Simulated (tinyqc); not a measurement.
From results back to parameters: thin (001) film in sp3s* tight binding with raised dangling bonds. Three cases, with inputs chosen for the exercise.

Problem. The gap of a passivated film (lowest level above mid-gap less highest below, mid-gap being half the lower bulk edge) belongs to a hidden number of planes between 6 and 45.

Planes alternate anion (a), cation (c) along [001], a/4 apart, starting with an anion; zero in-plane momentum; levels counted from the bulk Ev, the lower root of [[Epa, Vxx], [Vxx, Epc]]; no spin-orbit coupling. Block of s, pz, s*: from an anion to the cation above, Vss/2 (s,s), Vsapc/2 (s,z), -Vscpa/2 (z,s), Vxx/2 (z,z), Vxapc/2 (s*,z), -Vpaxc/2 (z,s*); to the cation below the same with the s-z and s*-z signs reversed. Block of u = (px + py)/sqrt2 and v = (px - py)/sqrt2: to the cation above (Vxx + Vxy)/2 for u and (Vxx - Vxy)/2 for v, to the cation below the reverse. Each surface atom has two dangling sp3 hybrids; raising both by dl adds (dl/2) [[1, t], [t, 1]] to its s, pz levels (t = -1 at the bottom face, +1 at the top) and dl to the one of u, v in whose plane the missing bonds lie (v for a bottom anion or a top cation, u for a top anion).

Case 1.

Values chosen (out of a larger set: near a published set for GaAs, fitted to gaps, whose masses and valley positions are rough; not measured data): p = (-8.323, 1.039, -2.647, 3.688, 8.596, 6.695, -6.453, 1.958, 5.104, 4.489, 5.809, 4.809, 4.774) eV (order Esa, Epa, Esc, Epc, Exa, Exc, Vss, Vxx, Vxy, Vsapc, Vscpa, Vxapc, Vpaxc); dp = 30 eV (value of dl for the passivated films); a = 5.656 angstrom (lattice constant).

edges (eV): Gamma 1.5649, Delta 2.0780

gap of the film = 1.7820 eV

Case 2.

Values chosen (out of a larger set: near a published set for GaP, fitted to gaps, whose masses and valley positions are rough; not measured data): p = (-8.109, 1.129, -2.206, 4.083, 8.577, 7.185, -7.486, 2.173, 5.092, 4.289, 6.248, 4.664, 5.154) eV (order Esa, Epa, Esc, Epc, Exa, Exc, Vss, Vxx, Vxy, Vsapc, Vscpa, Vxapc, Vpaxc); dp = 30 eV (value of dl for the passivated films); a = 5.455 angstrom (lattice constant).

edges (eV): Gamma 2.9108, Delta 2.3706

gap of the film = 2.6079 eV

Case 3.

Values chosen (out of a larger set: near a published set for SiC, fitted to gaps, whose masses and valley positions are rough; not measured data): p = (-8.511, 2.118, -4.84, 4.36, 9.712, 9.347, -12.515, 3.045, 5.926, 9.443, 9.257, 8.768, 4.388) eV (order Esa, Epa, Esc, Epc, Exa, Exc, Vss, Vxx, Vxy, Vsapc, Vscpa, Vxapc, Vpaxc); dp = 30 eV (value of dl for the passivated films); a = 4.359 angstrom (lattice constant).

edges (eV): Gamma 5.9792, Delta 2.2855

gap of the film = 2.5798 eV

Find: N; thickness N a/4.

Solution.

Case 1.

N = 19
thickness N a/4 = 26.87 angstrom

Computing the films in turn gives 1.8022, 1.7820 and 1.7696 eV for N = 18, 19 and 20; no other N in the range comes within 1 meV.

Case 2.

N = 13
thickness N a/4 = 17.73 angstrom

Computing the films in turn gives 2.6271, 2.6079 and 2.5656 eV for N = 12, 13 and 14; no other N in the range comes within 1 meV.

Case 3.

N = 12
thickness N a/4 = 13.08 angstrom

Computing the films in turn gives 2.6446, 2.5798 and 2.5522 eV for N = 11, 12 and 13; no other N in the range comes within 1 meV.

Computed by tinyqc, one run a case: `OMP_NUM_THREADS=1 python tinyqc.py N N+1 out.jsonl` with N = 1480014, 1480225, 1480232; one thread of a shared Intel(R) Xeon(R) Processor @ 2.30GHz, about 0.9 s a run at most.
